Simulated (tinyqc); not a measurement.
Metal-interlayer-semiconductor contact, depinning against tunnelling resistance: one step of the calculation.

Zero bias, n-type semiconductor. Gap states at the semiconductor surface thin out as exp(-be ti), which unpins the barrier; electrons must then cross the interlayer (a rectangular barrier, no voltage drop across it) and the parabolic depleted layer, both by WKB. Energies E are counted from the Fermi level; no image force, parabolic bands.

Problem. Pinning, barrier and scales. S = 1/(1 + (1/S0 - 1) exp(-be ti)); phiB = S (phiM - chi) + (1 - S)(Eg - E0); xi = Ec - EF deep inside, from Nd = Nc F(-xi/Vt), F(x) = (2/sqrt(pi)) int_0^infinity sqrt(u) du/(1 + exp(u - x)); band bending U = phiB - xi; E00 = (hbar/2) sqrt(Nd/(eps0 eps_r mt m0)) in volts; A = 4 pi q mA m0 kB^2/h^3.

Inputs (values chosen for the exercise); semiconductor values close to those of gallium nitride; interlayer mass of the order of that in titanium dioxide, offset chosen freely:

| symbol | value | unit | meaning |
|---|---|---|---|
| T | 300 | K | temperature |
| Eg | 3.33 | eV | band gap |
| eps_r | 9.27 |  | relative permittivity |
| chi | 4.22 | eV | electron affinity |
| Nc | 2.3e18 | cm^-3 | conduction-band density of states at T |
| mt | 0.195 | m0 | tunnelling mass in the semiconductor |
| mA | 0.204 | m0 | Richardson mass |
| Nd | 5.5e19 | cm^-3 | donor density |
| E0 | 2.3 | eV | charge-neutrality level above the valence band |
| S0 | 0.58 |  | pinning factor without interlayer |
| phiM | 4.59 | eV | metal work function |
| ti | 1 | nm | interlayer thickness |
| be | 3.8 | 1/nm | decay constant of gap states through the interlayer |

Constants: q = 1.602176634e-19 C, kB = 1.380649e-23 J/K, eps0 = 8.8541878128e-12 F/m, hbar = 1.054571817e-34 J s, h = 6.62607015e-34 J s, m0 = 9.1093837015e-31 kg, Vt = kB T/q. Results are converted to the units shown.

Wanted: S; phiB; xi; U; E00; A.

Solution.

S = 0.98406
phiB = 0.38052 eV
xi = -0.25727 eV
U = 0.63779 eV
E00 = 0.10241 eV
A = 24.515 A/(cm^2 K^2)

Program tinyqc, `OMP_NUM_THREADS=1 python tinyqc.py 2270096 2270097 out.jsonl`; Intel Xeon 2.30GHz, shared host, one thread, about 0.02 s.
